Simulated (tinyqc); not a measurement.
Equation-of-state fits to an energy-volume table made by a known binding curve: one step, computed by the program tinyqc.

With x = (V/V_0)^(1/3), the energy per atom is E = -D [1 + eta (x - 1)] exp(-eta (x - 1)), so that B0 = D eta^2/(9 V_0) and B' = 1 + 2 eta/3. B' = dB/dP at P = 0.

Problem. Errors of the Birch-Murnaghan fit. Third-order Birch-Murnaghan is a cubic in u = V^(-2/3): fit it by linear least squares, find the minimum, and take B0 = V E''(V), B' = -1 - V E'''/E'' there. Errors are fitted minus exact, relative; the pressure at c V_0 uses P = (3 B0/2) (x^7 - x^5) [1 + (3/4)(B' - 4)(x^2 - 1)], x = (V0/V)^(1/3) with the fitted values.

Inputs (values chosen for the exercise, for a model crystal): true volume V_0 = 13.4 angstrom^3/atom; compression V/V_0 for the pressure test = 0.9.

Binding curve: universal binding. Noise: added.

fitted B0 = 271.0795 GPa

exact B0 = 272.6107 GPa

fitted B' = 6.094942

exact B' = 5.16

fitted V0 = 13.39951 angstrom^3

exact pressure at c V_0 = 37.55308 GPa

Give: error of B0; error of B'; fitted pressure at c V_0; error of that pressure.

Solution.

error of B0 = -0.5617 %

error of B' = 18.12 %

fitted pressure at c V_0 = 39.28 GPa

error of that pressure = 4.604 %
